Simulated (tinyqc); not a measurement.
Resistance of a source-drain extension with a graded tip: one step of the calculation.

y runs along the channel, the gate covers y > 0. The doping is N0 for y < y0 and N0 10^(-(y - y0)/la) beyond, uniform over the depth xj. Sheet conductance s(y) = q mu(N) max(N - Nch, 0) xj + (for y > 0) ma Cox Vo, with mu(N) = u0 + (u1 - u0)/(1 + (N/Nr)^au) and Cox = eps0 eox/tox. Current is taken as one-dimensional; depletion of the tip, spreading and the contact are left out. The metallurgical junction lies at yj, where N = Nch.

Question. Resistance of the overlapped part. Midpoint rule on 12 equal steps from 0 to yj: R_ov = sum h/s(y), per width.

Values chosen for this exercise; mobility law close to that of electrons in silicon: relative permittivity of the gate insulator (close to hafnium oxide) eox = 21.9; insulator thickness tox = 10 nm; active doping of the extension far from the gate N0 = 5.7e19 cm^-3; lateral abruptness la = 3.4 nm/decade; position under the gate where the fall begins (gate edge at 0) y0 = -0.6 nm; depth of the extension xj = 20 nm; channel doping Nch = 1e18 cm^-3; gate overdrive Vo = 0.63 V; mobility of the gate-induced layer ma = 230 cm^2/(V s); mobility at low doping u1 = 1414 cm^2/(V s); mobility at high doping u0 = 68.5 cm^2/(V s); reference doping Nr = 9.2e16 cm^-3; exponent au = 0.711.

Constants: q = 1.602176634e-19 C, eps0 = 8.8541878128e-14 F/cm where lengths are in cm. Results are converted to the units shown.

Wanted: y; N; doped conductance; sheet resistance; R_ov.

Answer.

```
point   y (nm)  N (cm^-3)  doped conductance (uS)  sheet resistance (ohm/square)
0      0.22375  3.2628e19                  900.85                         846.15
1      0.67125  2.4098e19                  693.48                         1026.2
2       1.1187  1.7798e19                  536.18                         1223.8
3       1.5662  1.3145e19                  415.94                         1434.9
4       2.0137  9.7080e18                  323.09                         1655.5
5       2.4612  7.1699e18                  250.43                         1881.8
6       2.9087  5.2953e18                  192.57                         2111.7
7       3.3562  3.9109e18                  145.48                         2344.9
8       3.8037  2.8884e18                  106.09                         2583.6
9       4.2512  2.1333e18                  72.094                         2832.3
10      4.6987  1.5755e18                  41.703                         3099.1
11      5.1462  1.1636e18                  13.562                         3395.2
```

R_ov = 10.935 ohm um

Program tinyqc, `OMP_NUM_THREADS=1 python tinyqc.py 2282086 2282087 out.jsonl`; Intel Xeon 2.30GHz, shared host, one thread, about 0.03 s.
